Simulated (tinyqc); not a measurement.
Lifetime from the low-frequency admittance.

Problem. At low frequency a p+-n diode with a base of width wb has C_diff/G = (tau/2)(1 - 2 x/sinh 2x), x = wb/sqrt(Dp tau). Find tau, x and the limit of C_diff/G for infinite lifetime, wb^2/(3 Dp).

Values chosen for this exercise: hole diffusion coefficient Dp = 8.8 cm^2/s; width of the neutral base wb = 3.9 um.

G = 12.992511 S/cm^2
C_diff = 0.052787016 uF/cm^2

Solution. The ratio rises steadily with tau from tau/2 (long base) towards wb^2/(3 Dp) (short base), so one lifetime matches as long as the ratio is below that limit.

tau = 2.000e-8 s
x = 0.9296
limit of C_diff/G = 5.761e-9 s

tinyqc, about 0.01 s, one thread, Intel Xeon 2.30GHz (shared host): `OMP_NUM_THREADS=1 python tinyqc.py 2890220 2890221 out.jsonl`
